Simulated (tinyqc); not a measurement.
Scattering of inversion-layer electrons by surface optical phonons of the gate insulator (remote phonon scattering). Changing the mean distance of the electrons z0 = 3/b. Computed by tinyqc, a small Python program. Command: `OMP_NUM_THREADS=1 python tinyqc.py 3112442 3112443 out.jsonl sophonon sweep`. One thread of a shared host (Intel(R) Xeon(R) Processor @ 2.30GHz), about 0.03 s of CPU time with the checks.

One subband with the Fang-Howard envelope; insulator and channel are half-spaces, the gate is far away, and an interlayer only moves the polar surface away by t (its own modes and its permittivity contrast are left out).

Inputs (values chosen for the exercise, modelled on HfO2 on In0.53Ga0.47As):
```
quantity                                   value        unit
static constant of the insulator eps_0s     21.7           -
intermediate constant eps_i                 6.64           -
optical constant eps_inf                    5.03           -
hbar omega_TO1                              12.6         meV
hbar omega_TO2                              47.9         meV
constant of the channel eps_s               13.9           -
in-plane mass m                           0.0429         m_0
valleys g_v                                    1           -
sheet density n                          7.2e+11      1/cm^2
interlayer thickness t                       1.2          nm
temperature T                                150           K
electron energy E                             42         meV
mobility from other processes               1500  cm^2/(V s)
```

Screening by the channel electrons: static.

Constants: k_B = 8.617333262e-05 eV/K; hbar^2/(2 m_0) = 3.80998212 eV angstrom^2; e^2/(4 pi eps_0) = 14.39964548 eV angstrom; hbar = 6.582119569e-16 eV s; e = 1.602176634e-19 C; m_0 = 9.1093837015e-31 kg.

Method:
- eps(w) = eps_inf + (eps_0s - eps_i) w1^2/(w1^2 - w^2) + (eps_i - eps_inf) w2^2/(w2^2 - w^2). Surface modes solve eps(w) + eps_s = 0, a quadratic in w^2; the strength of a mode is g = 2/(w d eps/dw).
- Occupation N = 1/(exp(hbar w/(k_B T)) - 1).
- Density of states D = g_v m/(pi hbar^2); eta = E_F/(k_B T) = ln(exp(n/(D k_B T)) - 1); screening wave number q_s = e^2 D/(2 eps_0 eps_avg) x 1/(1 + exp(-eta)), eps_avg = (eps_s + eps_inf)/2; b = 3/z0.
- For a mode of strength g, without the occupation factor, Area x |M(q)|^2 = e^2 hbar w g/(2 eps_0 q) x (b/(b + q))^6 exp(-2 q t) / (1 + (q_s/q) H(q))^2, H = (1 + 9 x/8 + 3 x^2/8)/(1 + x)^3, x = q/b.
- Approximate momentum relaxation rate, taking tau v alike in the initial and final states: 1/tau = (m/(2 pi hbar^3)) sum over modes and over absorption (N, E' = E + hbar w) and emission (N + 1, E' = E - hbar w > 0) of [(1 - f(E'))/(1 - f(E))] int_0^(2 pi) Area |M(q)|^2 (1 - cos theta) d theta, q^2 = k^2 + k'^2 - 2 k k' cos theta, f the Fermi function; 48 midpoints in theta from 0 to pi.
- mu = (e/m) int tau E f (1 - f) dE/(k_B T int f dE), by 300 midpoints from 0 to (max(eta, 0) + 14) k_B T; Matthiessen sum with the other processes.

One run for each value; columns: (1) mean distance of the electrons z0 = 3/b (nm); (2) remote-phonon mobility (cm^2/(V s)); (3) loss of mobility (%); (4) tau at E (fs):
```
(1)         (2)     (3)    (4)
0.8  3.4266e+04  4.1939    851
1.1  4.0206e+04  3.5966    985
1.5  4.9298e+04  2.9529   1189
2.1  6.5709e+04  2.2318   1550
4.1  1.4966e+05  0.9923   3349
5.8  2.6554e+05  0.5617   5787
8.0  4.9345e+05  0.3031  10541
```

Give the missing row, mean distance of the electrons z0 = 3/b (nm) = 3.0.

Computed row; columns: (1) mean distance of the electrons z0 = 3/b (nm); (2) remote-phonon mobility (cm^2/(V s)); (3) loss of mobility (%); (4) tau at E (fs):
```
(1)         (2)     (3)   (4)
3.0  9.7419e+04  1.5164  2236
```

Interpolating between the two neighbouring rows (the first column on a logarithmic scale, the others too where they are positive) misses by up to 4.6 %. Over the rows, remote-phonon mobility (cm^2/(V s)) rises from 34300 to 493000 (exponent d ln y / d ln x 0.50 between the first rows and 1.9 between the last); loss of mobility (%) falls from 4.19 to 0.303 (exponent d ln y / d ln x -0.48 between the first rows and -1.9 between the last); tau at E (fs) rises from 851 to 10500 (exponent d ln y / d ln x 0.46 between the first rows and 1.9 between the last).

Caution (all rows): a relaxation time is only an approximation for inelastic scattering, and static or no screening brackets the true dynamic screening only roughly.
